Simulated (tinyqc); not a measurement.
Inside a calculation: donors with valley-orbit split 1s states. Values are carried at full precision from step to step, so a last printed digit may differ when a step is redone from the rounded ones.

Each donor binds at most one electron, in any of its states. For a site s, W_s = sum over its states of g exp(E/kT), and the ionised share is 1/(1 + W_s exp(eta)), eta = (EF - Ec)/kT; n = Nc F_1/2(eta); neutrality n + NA = ND x (mean ionised share); holes are neglected. Nc from N = 2 (m kB T/(4 pi c))^(3/2) with c = hbar^2/2m0, in 1/angstrom^3; times 1e24 for 1/cm^3, m = md. F_j(eta) = (1/Gamma(j + 1)) integral_0^infinity x^j dx/(1 + exp(x - eta)), which tends to exp(eta) for eta << 0.

Constants: hbar^2/2m0 = 3.80998211 eV angstrom^2; kB = 8.617333262e-05 eV/K.

Inputs chosen for the exercise (near those of Sb in Si; the results hold for these values, not for the real material): md = 1.039 m0 (density-of-states mass of the conduction band); E = (41.2, 31.6, 28.3) meV (binding energies of 1s(A1), 1s(T2), 1s(E)); g = (2, 6, 4) (their degeneracies with spin); T = 200 K; ND = 2.7e+17 1/cm^3 (donors); NA = 0 1/cm^3 (compensating acceptors, all ionised); mu0 = 65 cm^2/(V s) (mobility at heavy doping); mu1 = 1469 cm^2/(V s) (mobility at light doping and 300 K); Nr = 9.2e+16 1/cm^3 (reference doping); de = 0.72 (doping exponent); ga = 2.3 (temperature exponent).

## Partition sums of the neutral donor

Give each term g exp(E/kT), W_s, and the effective degeneracy W_s exp(-E_ground/kT).

Nc = 1.4466e+19 1/cm^3

terms: 1s(A1) 21.84, 1s(T2) 37.53, 1s(E) 20.66

W_s: donor 80.036

effective degeneracy: donor 7.330

The ground state alone would give 2 and all states together 12; here the excited states hold 73 % of the bound electrons.

## Neutrality

Solve for eta.

eta = -4.578
n = 1.48e+17 1/cm^3

ionised share: donor 0.549

n is 0.549 of ND - NA.

## Mobility and resistivity

Mobility (Caughey-Thomas form): mu = mu0 + (mu1 (T/300)^(-ga) - mu0)/(1 + ((ND + NA)/Nr)^de); rho = 1/(e n mu), e = 1.602176634e-19 C.

Compare with full ionisation, n = ND - NA.

mu = 1221.7 cm^2/(V s)
rho = 0.0345 ohm cm
rho at full ionisation = 0.0189 ohm cm

Incomplete ionisation raises rho by a factor 1.82.

## Checks

- n at ND = 1e13 1/cm^3 against the root of n^2 = (Nc/W)(ND - n) (1/cm^3): both 9.999e+12.

Computed by tinyqc, a small Python program: `OMP_NUM_THREADS=1 python tinyqc.py 1681930 1681931 out.jsonl` (the numbers bound the seed that draws the inputs); one thread of a shared host (Intel(R) Xeon(R) Processor @ 2.30GHz), about 0.01 s for the whole set of steps.
